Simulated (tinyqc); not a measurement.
FCI on RHF in the 3-21g basis, for H3+, spin multiplicity 1, step by step. One step of it, computed by the program tinyqc.

Task: FCI: roots. Diagonalise (each vector has its largest component positive (the first on a tie)); all determinants have Ms = 0, so triplets appear too. The lowest singlet root is the correlation energy.

Occupation strings over the orbitals (2 doubly, a alpha, b beta, 0 empty; spin orbitals ordered 1a 1b 2a 2b ...): 200000 a0b000 a00b00 a0000b b0a000 b00a00 b0000a 020000 0a00b0 002000 00ab00 00a00b 00ba00 000200 000a0b 0b00a0 000020 00b00a 000b0a 000002

H - E(HF) between determinants (hartree):
```
           200000     a0b000     a00b00     a0000b     b0a000     b00a00     b0000a     020000
200000   0.000000   0.000000   0.000000   0.000000   0.000000   0.000000   0.000000   0.123038
a0b000   0.000000   0.844007  -0.002980   0.085507  -0.051659   0.022643   0.062133  -0.071107
a00b00   0.000000  -0.002980   1.289076  -0.001601   0.022643  -0.064848  -0.017587  -0.053766
a0000b   0.000000   0.085507  -0.001601   1.830149   0.062133  -0.017587  -0.114170   0.081278
b0a000   0.000000  -0.051659   0.022643   0.062133   0.844007  -0.002980   0.085507   0.071107
b00a00   0.000000   0.022643  -0.064848  -0.017587  -0.002980   1.289076  -0.001601   0.053766
b0000a   0.000000   0.062133  -0.017587  -0.114170   0.085507  -0.001601   1.830149  -0.081278
020000   0.123038  -0.071107  -0.053766   0.081278   0.071107   0.053766  -0.081278   0.985455
0a00b0  -0.077605  -0.032258   0.096022  -0.108162  -0.023429  -0.049237   0.062921   0.095932
002000   0.051659  -0.088773  -0.014944  -0.045551   0.088773   0.014944   0.045551   0.083751
00ab00  -0.022643  -0.014944  -0.045836   0.036967  -0.066334  -0.010432  -0.044600   0.024156
00a00b  -0.062133  -0.045551   0.036967  -0.008874  -0.061019  -0.026851  -0.046379  -0.038715
00ba00   0.022643  -0.066334  -0.010432  -0.044600  -0.014944  -0.045836   0.036967  -0.024156
000200   0.064848   0.010432   0.055231   0.006802  -0.010432  -0.055231  -0.006802   0.040370
000a0b   0.017587   0.044600   0.006802  -0.027077  -0.026851  -0.053830   0.078000  -0.047623
0b00a0   0.077605  -0.023429  -0.049237   0.062921  -0.032258   0.096022  -0.108162  -0.095932
000020   0.069038   0.002229  -0.068649   0.074809  -0.002229   0.068649  -0.074809   0.092266
00b00a   0.062133  -0.061019  -0.026851  -0.046379  -0.045551   0.036967  -0.008874   0.038715
000b0a  -0.017587  -0.026851  -0.053830   0.078000   0.044600   0.006802  -0.027077   0.047623
000002   0.114170   0.046379  -0.078000  -0.003026  -0.046379   0.078000   0.003026   0.075433

           0a00b0     002000     00ab00     00a00b     00ba00     000200     000a0b     0b00a0
200000  -0.077605   0.051659  -0.022643  -0.062133   0.022643   0.064848   0.017587   0.077605
a0b000  -0.032258  -0.088773  -0.014944  -0.045551  -0.066334   0.010432   0.044600  -0.023429
a00b00   0.096022  -0.014944  -0.045836   0.036967  -0.010432   0.055231   0.006802  -0.049237
a0000b  -0.108162  -0.045551   0.036967  -0.008874  -0.044600   0.006802  -0.027077   0.062921
b0a000  -0.023429   0.088773  -0.066334  -0.061019  -0.014944  -0.010432  -0.026851  -0.032258
b00a00  -0.049237   0.014944  -0.010432  -0.026851  -0.045836  -0.055231  -0.053830   0.096022
b0000a   0.062921   0.045551  -0.044600  -0.046379   0.036967  -0.006802   0.078000  -0.108162
020000   0.095932   0.083751   0.024156  -0.038715  -0.024156   0.040370  -0.047623  -0.095932
0a00b0   1.984659   0.046807  -0.049736   0.073814  -0.002080  -0.048382   0.059864  -0.092266
002000   0.046807   1.916322   0.015691   0.195037  -0.015691   0.010497   0.012106  -0.046807
00ab00  -0.049736   0.015691   2.228371  -0.025170  -0.010497   0.012718  -0.018139  -0.002080
00a00b   0.073814   0.195037  -0.025170   2.698532  -0.012106  -0.018139  -0.006373  -0.000083
00ba00  -0.002080  -0.015691  -0.010497  -0.012106   2.228371  -0.012718  -0.142508  -0.049736
000200  -0.048382   0.010497   0.012718  -0.018139  -0.012718   2.667416  -0.019899   0.048382
000a0b   0.059864   0.012106  -0.018139  -0.006373  -0.142508  -0.019899   3.121952  -0.071781
0b00a0  -0.092266  -0.046807  -0.002080  -0.000083  -0.049736   0.048382  -0.071781   1.984659
000020   0.084235   0.043170  -0.019305   0.029396   0.019305   0.085890  -0.095299  -0.084235
00b00a  -0.000083  -0.195037  -0.012106  -0.067416  -0.025170   0.018139   0.020124   0.073814
000b0a  -0.071781  -0.012106  -0.142508   0.020124  -0.018139   0.019899  -0.064538   0.059864
000002  -0.084853   0.067416  -0.020124   0.079421   0.020124   0.064538  -0.006110   0.084853

           000020     00b00a     000b0a     000002
200000   0.069038   0.062133  -0.017587   0.114170
a0b000   0.002229  -0.061019  -0.026851   0.046379
a00b00  -0.068649  -0.026851  -0.053830  -0.078000
a0000b   0.074809  -0.046379   0.078000  -0.003026
b0a000  -0.002229  -0.045551   0.044600  -0.046379
b00a00   0.068649   0.036967   0.006802   0.078000
b0000a  -0.074809  -0.008874  -0.027077   0.003026
020000   0.092266   0.038715   0.047623   0.075433
0a00b0   0.084235  -0.000083  -0.071781  -0.084853
002000   0.043170  -0.195037  -0.012106   0.067416
00ab00  -0.019305  -0.012106  -0.142508  -0.020124
00a00b   0.029396  -0.067416   0.020124   0.079421
00ba00   0.019305  -0.025170  -0.018139   0.020124
000200   0.085890   0.018139   0.019899   0.064538
000a0b  -0.095299   0.020124  -0.064538  -0.006110
0b00a0  -0.084235   0.073814   0.059864   0.084853
000020   3.009344  -0.029396   0.095299   0.123177
00b00a  -0.029396   2.698532  -0.006373  -0.079421
000b0a   0.095299  -0.006373   3.121952   0.006110
000002   0.123177  -0.079421   0.006110   3.712665
```

Give: lowest roots of this matrix, relative to E(HF); lowest vectors; <S^2> of these roots; weight of the ground state by excitation level 0, 1, 2, ....

Result:

lowest roots of this matrix, relative to E(HF) (hartree): -0.0330  0.7568  0.8052  0.9936  1.2172  1.3192  1.7169  1.8101

lowest vectors:
```
         root 1   root 2   root 3   root 4
200000   0.9881   0.0000   0.0915   0.0909
a0b000  -0.0111   0.6960   0.5654  -0.4105
a00b00  -0.0120  -0.0328   0.0941   0.1050
a0000b   0.0079  -0.1039  -0.0578  -0.0788
b0a000   0.0111   0.6960  -0.5654   0.4105
b00a00   0.0120  -0.0328  -0.0941  -0.1050
b0000a  -0.0079  -0.1039   0.0578   0.0788
020000  -0.1247   0.0000   0.5618   0.7550
0a00b0   0.0435   0.0307  -0.0562  -0.0900
002000  -0.0268   0.0000   0.0479  -0.1661
00ab00   0.0124   0.0388  -0.0247   0.0084
00a00b   0.0219   0.0363   0.0060   0.0439
00ba00  -0.0124   0.0388   0.0247  -0.0084
000200  -0.0184   0.0000  -0.0280  -0.0248
000a0b  -0.0093  -0.0011  -0.0080   0.0281
0b00a0  -0.0435   0.0307   0.0562   0.0900
000020  -0.0209   0.0000  -0.0126  -0.0096
00b00a  -0.0219   0.0363  -0.0060  -0.0439
000b0a   0.0093  -0.0011   0.0080  -0.0281
000002  -0.0252   0.0000  -0.0352  -0.0077
```

<S^2> of these roots: 0.0000  2.0000  0.0000  0.0000  2.0000  0.0000  2.0000  0.0000

weight of the ground state by excitation level 0, 1, 2, ...: 0.9764  0.0007  0.0229
